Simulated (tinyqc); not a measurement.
Two-dimensional dopant profile at a mask edge: lateral junction, overlap and effective channel length. Changing the channel doping C_B. Computed by tinyqc, a small Python program. Command: `OMP_NUM_THREADS=1 python tinyqc.py 3012042 3012043 out.jsonl lateral sweep`. One thread of a shared host (Intel(R) Xeon(R) Processor @ 2.30GHz), about 0.01 s of CPU time with the checks.

Ions enter for y < 0; the mask (spacer, then gate) covers y > 0. x is the depth. The surface reflects dopant during the anneal.

Inputs (values chosen for the exercise, modelled on a source-drain extension in silicon):
```
quantity               value    unit
dose Q               1.2e+14  1/cm^2
projected range R_p       24      nm
vertical straggle        8.1      nm
lateral straggle         9.6      nm
anneal budget D t    4.1e-13    cm^2
gate length L_g          300      nm
offset spacer            1.4      nm
oxide thickness          3.5      nm
```

Constants: eps_0 = 8.8541878128e-12 F/m.

Method:
- Widths s_x^2 = (vertical straggle)^2 + 2 D t, s_y^2 = (lateral straggle)^2 + 2 D t. C(x, y) = V(x) (1/2) erfc(y/(sqrt2 s_y)), V(x) = Q/(sqrt(2 pi) s_x) [exp(-(x - R_p)^2/(2 s_x^2)) + exp(-(x + R_p)^2/(2 s_x^2))]; 1 nm = 1e-7 cm.
- The vertical junction far from the mask solves V(x) = C_B.
- The lateral junction at depth x solves C = C_B: y_j(x) = sqrt2 s_y erfc^-1(2 C_B/V(x)). Overlap under the gate = y_j(0) - spacer; metallurgical channel L_met = L_g - 2 overlap (tails from the two sides are not added).
- Abruptness at y_j(0) in nm per decade = ln(10) s_y sqrt(pi/2) exp(u^2) erfc(u), u = y_j/(sqrt2 s_y). Overlap capacitance per width = 3.9 eps_0 overlap/t_ox (zero if there is no overlap).

One run for each value; columns: (1) channel doping C_B (1/cm^3); (2) lateral junction y_j(0) (nm); (3) vertical junction x_j (nm); (4) metallurgical channel L_met (nm); (5) lateral abruptness (nm/decade):
```
(1)          (2)     (3)     (4)     (5)
3.00e+16  36.750  70.041  229.30   9.854
6.80e+16  33.098  67.338  236.60  10.737
1.50e+17  29.226  64.554  244.35  11.849
3.40e+17  24.752  61.458  253.30  13.425
7.70e+17  19.600  58.085  263.60  15.777
1.70e+18  13.577  54.462  275.65  19.627
```

Over the rows, lateral junction y_j(0) (nm) falls from 36.8 to 13.6 (exponent d ln y / d ln x -0.13 between the first rows and -0.46 between the last); vertical junction x_j (nm) falls from 70.0 to 54.5 (exponent d ln y / d ln x -0.048 between the first rows and -0.081 between the last); metallurgical channel L_met (nm) rises from 229 to 276 (exponent d ln y / d ln x 0.038 between the first rows and 0.056 between the last). A heavier channel (or halo) pushes both junctions back along the tails, where the profile is less steep on a logarithmic scale. Left out: 3.90e18, 8.90e18, 2.00e19 (the surface is not inverted by the implant).

Caution (all rows): the profile peaks below the surface, where the junction reaches further under the gate than y_j(0); the overlap given is the one at the surface.

Extremes, crossings and ranges named in words are read from the listed rows.
